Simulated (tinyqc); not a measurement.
Hot electrons in a saturated n-channel MOSFET, lucky-electron model: course of the iteration: body bias from the substrate current.

Beyond pinch-off the lateral field grows as Esat cosh(y/l) over the velocity-saturated region (pseudo-two-dimensional model). Impact ionisation in this region gives the substrate current, which biases the body forward through Rsub. Currents are per width. Local-field laws: they overstate ionisation when the field peak is narrower than an energy relaxation length.

Cox = 3.9 eps0/tox. Overdrive g = Vg - VT + kb Vb; Vdsat = g Esat L/(g + Esat L); Id = Cox vs (g - Vdsat); dV = Vd - Id Rd - Vdsat; Em = sqrt((dV/l)^2 + Esat^2); Isub = Id (Ai/Bi) l Em exp(-Bi/Em). Vb(new) = Rsub Isub.

Stop when Vb changes by less than 1e-9 V, or after 60 iterations.

Parameters, values chosen for the exercise; values close to those of silicon n-channel devices: channel length L = 0.8 um; oxide thickness tox = 19 nm; threshold VT = 0.42 V; saturation velocity vs = 8.4e6 cm/s; ionisation prefactor Ai = 2e6 1/cm; ionisation field Bi = 1.85 MV/cm; resistance of the lightly doped drain Rd = 0 ohm um; substrate resistance Rsub = 2600 ohm um; fall of VT per volt of forward body bias kb = 0.45; drain voltage Vd = 3.9 V; gate voltage Vg = 2.5 V.

Constants: eps0 = 8.8541878128e-14 F/cm where lengths are in cm. Results are converted to the units shown.

Vb at the start = 0 V
l = 137.150 nm
Esat = 0.0430769 MV/cm

Course of the iteration:
```
iteration      Vb (V)  |change| (V)
1          6.67124e-5       6.67e-5
2          6.67110e-5       1.43e-9
3          6.67110e-5      3.05e-14
```

Did this iteration meet its convergence test, and what does its course show?

Yes. Converged in 3 iterations. The change falls from 6.7e-5 in the first iteration to below the tolerance in the last.

tinyqc, about 0.01 s, one thread, Intel Xeon 2.30GHz (shared host): `OMP_NUM_THREADS=1 python tinyqc.py 2550071 2550072 out.jsonl`
